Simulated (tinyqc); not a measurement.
Mobility and threshold from two currents.

Problem. In the linear region I = mu Cox (W/L) [(Vgs - VT) Vds - m Vds^2/2], Cox = eps0 eox/tox. Find mu and VT.

Values chosen for this exercise:
- eox = 7.41 (relative permittivity of the gate insulator)
- tox = 7.2 nm (insulator thickness)
- W = 2 um (gate width)
- L = 5 um (gate length)

Constants: eps0 = 8.8541878128e-14 F/cm where lengths are in cm. Results are converted to the units shown.

I at Vgs = 1.96 and 2.46 V, Vds = 0.05 V (uA): 4.2540575  9.9948916
m = 1.3621266

Answer. The slope dI/dVgs is mu Cox (W/L) Vds; the line meets zero current at VT + m Vds/2.

mu = 630.0 cm^2/(V s)
VT = 1.555 V

Computed by the program tinyqc: `OMP_NUM_THREADS=1 python tinyqc.py 2360098 2360099 out.jsonl`, one thread of a shared Intel Xeon 2.30GHz, about 0.03 s for the whole run.
